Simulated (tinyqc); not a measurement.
Changing the trap depth phi_t: leakage through a gate insulator: direct, Fowler-Nordheim, trap-assisted and Poole-Frenkel currents. Computed by tinyqc, a small Python program. Command: `OMP_NUM_THREADS=1 python tinyqc.py 3008793 3008794 out.jsonl oxideleak sweep`. One thread of a shared host (Intel(R) Xeon(R) Processor @ 2.30GHz), about 0.01 s of CPU time with the checks.

Electrons enter from the cathode Fermi level at x = 0; the conduction band of the insulator lies phi_b - e F x above it, F = V/t. WKB exponents use a parabolic band with mass m.

Inputs (values chosen for the exercise, with an insulator like HfO2):

| quantity | value | unit |
|---|---|---|
| thickness t | 1.7 | nm |
| barrier phi_b | 1.45 | eV |
| tunnelling mass m | 0.19 | m_0 |
| static constant eps_ox | 21 | - |
| optical constant eps_opt | 4.22 | - |
| voltage across the insulator V | 0.41 | V |
| trap density N_t | 1.9e+18 | cm^-3 |
| attempt rate nu_0 | 1e+13 | 1/s |
| activation of capture E_a | 0.27 | eV |
| temperature T | 200 | K |

Constants: hbar^2/(2 m_0) = 3.80998212 eV angstrom^2; e = 1.602176634e-19 C; hbar = 1.054571817e-34 J s; k_B = 8.617333262e-05 eV/K; eps_0 = 8.8541878128e-12 F/m.

Method:
- For a level a distance phi(x) below the band, the WKB exponent is 2 int kappa dx with kappa = sqrt(m phi/(hbar^2/2m_0)); for a linear barrier from phi_1 down to phi_2 = max(phi_1 - e F d, 0) it is G = (4/3) sqrt(m/(hbar^2/2m_0)) (phi_1^(3/2) - phi_2^(3/2))/(e F).
- J_tun = e^3 F^2/(16 pi^2 hbar m phi_b) x exp(-G) / [1 - sqrt(phi_2/phi_b)]^2 with the free-electron mass in the cathode (m in m_0), phi_2 = max(phi_b - e V, 0): direct tunnelling for e V < phi_b, Fowler-Nordheim above. Image forces, back-flow and the limit on supply are left out, so J_tun is overstated below about 0.5 V.
- Equivalent oxide thickness = 3.9 t/eps_ox.
- A trap at depth x lies phi_t below the band. Capture: tunnel at the cathode Fermi level from 0 to x (G_in from phi_1 = phi_b), rate nu_0 exp(-G_in - E_c/k_B T) with E_c = E_a + max(phi_b - phi_t - e F x, 0), the last term being the height of the trap above the cathode Fermi level. Emission: tunnel from the trap level to the anode (G_out from phi_1 = phi_t over t - x), rate nu_0 exp(-G_out - E_a/k_B T). Re-emission to the cathode follows from detailed balance, rate_back = rate_in exp(dE/k_B T) with dE = phi_b - phi_t - e F x. Each trap passes R = rate_in rate_out/(rate_in + rate_back + rate_out) electrons per second; filling from the anode is left out.
- J_TAT = e N_t int_0^t R dx by the midpoint rule on 400 intervals; the most effective depth is the midpoint with the largest R, rounded to 0.01 nm.
- Poole-Frenkel emission over the lowered barrier of a charged trap: lowering sqrt(e F/(pi eps_opt eps_0)); J_PF = e N_t^(2/3) nu_0 exp(-(phi_t - lowering)/k_B T), one sheet of traps emitting with supply unlimited (an upper bound).
- J = J_tun + J_TAT (the Poole-Frenkel bound is not added); the ratio J/J_tun is the excess that stress-made traps add.

One run for each value:

| trap depth phi_t (eV) | trap-assisted current J_TAT (A/cm^2) | most effective depth (nm) | Poole-Frenkel bound J_PF (A/cm^2) | J/J_tun |
|---|---|---|---|---|
| 0.74 | 2.965e-14 | 1.70 | 1.589e+02 | 1.000 |
| 0.87 | 5.595e-11 | 1.70 | 8.418e-02 | 1.000 |
| 1.00 | 1.056e-07 | 1.70 | 4.460e-05 | 1.000 |
| 1.10 | 8.095e-06 | 1.45 | 1.347e-07 | 1.000 |
| 1.30 | 1.623e-04 | 0.84 | 1.229e-12 | 1.000 |
| 1.40 | 1.887e-04 | 0.84 | 3.713e-15 | 1.000 |

Over the rows, trap-assisted current J_TAT (A/cm^2) rises from 2.97e-14 to 1.89e-4 (exponent d ln y / d ln x 47 between the first rows and 2.0 between the last); most effective depth (nm) falls from 1.70 to 0.840, flat over part of the range; Poole-Frenkel bound J_PF (A/cm^2) falls from 159 to 3.71e-15 (exponent d ln y / d ln x -47 between the first rows and -78 between the last).  Left out: 0.360, 0.490, 0.620 (the Poole-Frenkel lowering exceeds 85 % of the trap depth).

Caution (all rows): at so low a voltage the back-flow from the anode and the carrier supply, left out of this formula, matter. Caution (all rows): the film is too thin for the Poole-Frenkel picture (the lowering is a large part of the whole drop, or the traps are further apart than the film is thick), so J_PF is only nominal.

Extremes, crossings and ranges named in words are read from the listed rows.
